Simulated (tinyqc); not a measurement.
Three voltage laws: time-dependent dielectric breakdown: cell percolation, Weibull statistics, area scaling and voltage extrapolation. Computed by tinyqc, a small Python program. Command: `OMP_NUM_THREADS=1 python tinyqc.py 3024577 3024578 out.jsonl tddb walk`. One thread of a shared host (Intel(R) Xeon(R) Processor @ 2.30GHz), about 0.01 s of CPU time with the checks.

The oxide is divided into columns of area a^2, each holding m = t_ox/a cells (m is taken as continuous). A share lambda(t) = (t/t_1)^alpha of the cells is defective, and a column whose cells are all defective breaks down.

Inputs (values chosen for the exercise, for a model gate oxide):
```
quantity,value,unit
oxide thickness t_ox,4.7,nm
defect cell size a,1.4,nm
exponent alpha of defect growth,0.46,-
time t_1 at which the occupied share would reach 1,6.9e+07,s
test area A,50,um^2
product area A_u,2e+06,um^2
stress voltage V,5.44,V
use voltage V_u,2.3,V
local exponent n = -d ln t/d ln V at the stress voltage,28,-
activation energy E_a,0.49,eV
stress temperature T,175,C
use temperature T_u,85,C
allowed failure fraction F,0.01,-
```

Voltage law used: E.

Constants: k_B = 8.617333262e-05 eV/K.

Method:
- Failure fraction F = 1 - (1 - lambda^m)^N with N = A/a^2 columns, which for small lambda^m is 1 - exp(-(t/t63)^beta) with beta = alpha m and t63 = t_1 N^(-1/beta); critical share lambda(t63) = N^(-1/m). 1 um^2 = 1e6 nm^2.
- All three voltage laws share the slope n at the stress voltage. Factor t(V_u)/t(V): E law exp(n (1 - V_u/V)); 1/E law exp(n (V/V_u - 1)); power law (V/V_u)^n.
- Temperatures in kelvin are T(C) + 273.15.
- Temperature factor exp[(E_a/k_B)(1/T_u - 1/T)]; area factor (A/A_u)^(1/beta); percentile factor (-ln(1 - F))^(1/beta); life = t63 x all four; 1 year = 3.15576e7 s.
- Life = t63 x voltage, temperature, area and percentile factors, the last three as above.

projected life = 0.471498 years

voltage factor = 1.04464e+07

Log10 of the life in years:
```
V_u/V,V_u (V),E law,1/E law,power law
1.00,5.440,-7.3455,-7.345,-7.3455
0.95,5.168,-6.7375,-6.705,-6.7217
0.90,4.896,-6.1295,-5.994,-6.0643
0.80,4.352,-4.9134,-4.305,-4.6320
0.70,3.808,-3.6974,-2.134,-3.0082
0.60,3.264,-2.4814,0.761,-1.1337
0.50,2.720,-1.2654,4.815,1.0834
0.40,2.176,-0.0493,10.895,3.7968
```

What does the comparison show, and why?

At V_u/V = 0.9 the laws differ by 0.14 decades at most, and at 0.5 by 6.1. The E law is the most cautious and the 1/E law the most hopeful. Ten years are reached at V_u/V = 0.314 (E), 0.593 (1/E), 0.503 (power). Caution: t_1 is an input here; in a real oxide it changes with thickness at fixed voltage. Caution: the rows at low voltage extrapolate over many decades and cannot be tested.
